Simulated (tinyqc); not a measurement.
Carrier lifetime of an n-type layer with SRH, radiative, Auger and surface recombination: effect of the temperature at dn = 3e14 cm^-3.

Uniform excess density dn = dp (no trapping), n = n0 + dn, p = p0 + dn, Boltzmann statistics, full ionisation. Surfaces enter as a rate 2 S dn/d, which holds while diffusion to them is fast.

Nc and Nv are given at 400 K and scale as (T/400 K)^1.5; all else is held fixed. ni = sqrt(Nc Nv) exp(-Eg/(2 Vt)), Eg in volts; majority density N/2 + sqrt(N^2/4 + ni^2), n0 p0 = ni^2; n1 = Nc exp(-Et/Vt), p1 = Nv exp((Et - Eg)/Vt); tn0 = 1/(sn vth Nt), tp0 = 1/(sp vth Nt). With e = n p - ni^2 = dn (n0 + p0 + dn): U_SRH = e/(tp0 (n + n1) + tn0 (p + p1)), U_rad = B e, U_Aug = (Cn n + Cp p) e, U_s = 2 S dn/d. Each tau is dn over its rate; tau = dn/U with U the sum. Here dn = 3e14 cm^-3.

Parameters, values chosen for the exercise; band and dielectric values close to those of gallium nitride: band gap Eg = 3.34 eV; conduction-band density of states at the reference temperature Nc = 3.51e18 cm^-3; valence-band density of states at the reference temperature Nv = 7.19e19 cm^-3; radiative coefficient B = 1.08e-10 cm^3/s; donor density N = 6.2e14 cm^-3; Auger coefficient (two electrons) Cn = 4.2e-31 cm^6/s; Auger coefficient (two holes) Cp = 8.6e-32 cm^6/s; trap density Nt = 7.1e11 cm^-3; capture cross-section for electrons sn = 3e-14 cm^2; capture cross-section for holes sp = 3e-14 cm^2; thermal velocity (both carriers) vth = 2.2e7 cm/s; trap level below the conduction band Et = 1.44 eV; surface recombination velocity (both faces) S = 0 cm/s; sample thickness d = 9 um.

Constants: q = 1.602176634e-19 C, kB = 1.380649e-23 J/K, Vt = kB T/q. Results are converted to the units shown.

The same in every row: tau_SRH (s) = 2.830e-6; tau_rad (s) = 1.006e-5; tau_Aug (s) = 2.637; tau (s) = 2.209e-6; radiative share (%) = 21.95.

Results:

| T (K) | largest path |
|---|---|
| 200 | SRH |
| 280 | SRH |
| 320 | SRH |
| 360 | SRH |
| 400 | SRH |
| 440 | SRH |
| 480 | SRH |

Estimate the missing row, T = 240 K.

Computed row:

| T (K) | largest path |
|---|---|
| 240 | SRH |

With this row back in the table: SRH recombination leads at T = 200 and in all other rows. tau_SRH stays at 2.83e-6 s and the total lifetime stays at 2.21e-6 s.

Numbers from tinyqc (`OMP_NUM_THREADS=1 python tinyqc.py 2300020 2300021 out.jsonl`; about 0.01 s on one thread of a shared Intel Xeon 2.30GHz).
